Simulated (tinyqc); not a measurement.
MOSFET in the linear regime without short-channel effects, parameter extraction from computed curves: two steps of the calculation.

Inversion charge Q = Cox n Vt W0(exp((Vg - VT)/(n Vt))), W0 the Lambert function and n = nf; u = Q/Cox; mobility mu = mu0/(1 + th1 u + th2 u^2); channel resistance Rch = (L - dL)/(W mu Q); Id = Vd/(Rch + Rsd/W). Cox = eps0 eox/tox. Small Vd, no channel-length or drain effects.

Inputs (values chosen for the exercise); channel values of the order met in silicon transistors: temperature T = 300 K; relative permittivity of the gate insulator (close to silicon dioxide) eox = 3.9; insulator thickness tox = 1.1 nm; low-field mobility mu0 = 130 cm^2/(V s); first mobility attenuation factor th1 = 0.28 1/V; second mobility attenuation factor th2 = 0.07 1/V^2; threshold voltage VT = 0.25 V; body factor nf = 1.37; gate width W = 1 um; drawn gate length L = 0.13 um; drawn less effective length dL = 0.015 um; source plus drain resistance Rsd = 460 ohm um; drain voltage Vd = 0.05 V.

Constants: q = 1.602176634e-19 C, kB = 1.380649e-23 J/K, Vt = kB T/q, eps0 = 8.8541878128e-14 F/cm where lengths are in cm. Results are converted to the units shown.

Question 1. Transfer curve. u, mu, Rch and Id as defined.

| point | Vg (V) |
|---|---|
| 0 | 0.09 |
| 1 | 0.17 |
| 2 | 0.25 |
| 3 | 0.33 |
| 4 | 0.41 |
| 5 | 0.49 |
| 6 | 0.57 |
| 7 | 0.65 |
| 8 | 0.73 |
| 9 | 0.81 |
| 10 | 0.89 |

Wanted: u; mu; Rch; Id.

Answer 1.

| point | u (V) | mu (cm^2/(V s)) | Rch (ohm) | Id (uA) |
|---|---|---|---|---|
| 0 | 3.8244e-4 | 129.99 | 7.3691e5 | 0.067809 |
| 1 | 0.0033649 | 129.88 | 83824 | 0.59323 |
| 2 | 0.020087 | 129.27 | 14108 | 3.4321 |
| 3 | 0.060838 | 127.79 | 4712.0 | 9.6675 |
| 4 | 0.11752 | 125.74 | 2479.1 | 17.012 |
| 5 | 0.18202 | 123.42 | 1630.6 | 23.916 |
| 6 | 0.25069 | 120.98 | 1207.9 | 29.977 |
| 7 | 0.32184 | 118.47 | 960.83 | 35.191 |
| 8 | 0.39462 | 115.93 | 800.78 | 39.658 |
| 9 | 0.46854 | 113.38 | 689.58 | 43.494 |
| 10 | 0.54329 | 110.85 | 608.30 | 46.803 |

Question 2. The Y function. Y_i = Id_i/sqrt(gm_i). For Id = beta Vd x/(1 + th x), x = Vg - VT, Y = sqrt(beta Vd) x whatever th. Slope s from points 6 and 9; VT_Y = Vg - Y/s at point 9; beta = s^2/Vd; mobility beta L/(W Cox) with the drawn L; th* = (beta Vd x/Id - 1)/x at point 9.

| point | Vg (V) | Id (uA) |
|---|---|---|
| 0 | 0.09 | 0.067808837 |
| 1 | 0.17 | 0.59323211 |
| 2 | 0.25 | 3.4321127 |
| 3 | 0.33 | 9.6675041 |
| 4 | 0.41 | 17.012197 |
| 5 | 0.49 | 23.916413 |
| 6 | 0.57 | 29.977182 |
| 7 | 0.65 | 35.190724 |
| 8 | 0.73 | 39.657933 |
| 9 | 0.81 | 43.494126 |
| 10 | 0.89 | 46.803418 |

| point | gm (uS) |
|---|---|
| 1 | 21.026899 |
| 2 | 56.714200 |
| 3 | 84.875529 |
| 4 | 89.055683 |
| 5 | 81.031157 |
| 6 | 70.464443 |
| 7 | 60.504694 |
| 8 | 51.896258 |
| 9 | 44.659280 |

Wanted: Y; s; VT_Y; beta; mobility from Y; th*.

Answer 2.

| point | Y (uA^0.5 V^0.5) |
|---|---|
| 1 | 0.1294 |
| 2 | 0.4557 |
| 3 | 1.049 |
| 4 | 1.803 |
| 5 | 2.657 |
| 6 | 3.571 |
| 7 | 4.524 |
| 8 | 5.505 |
| 9 | 6.508 |

s = 12.24 uA^0.5 V^-0.5
VT_Y = 0.2782 V
beta = 2996 uA/V^2
mobility from Y = 124.1 cm^2/(V s)
th* = 1.563 1/V

The mobility from Y is 16 % below mu0 L/(L - dL) = 147 cm^2/(V s), which it should reach in deep inversion when th2 = 0.

Numbers from tinyqc (`OMP_NUM_THREADS=1 python tinyqc.py 2210117 2210118 out.jsonl`; about 0.01 s on one thread of a shared Intel Xeon 2.30GHz).
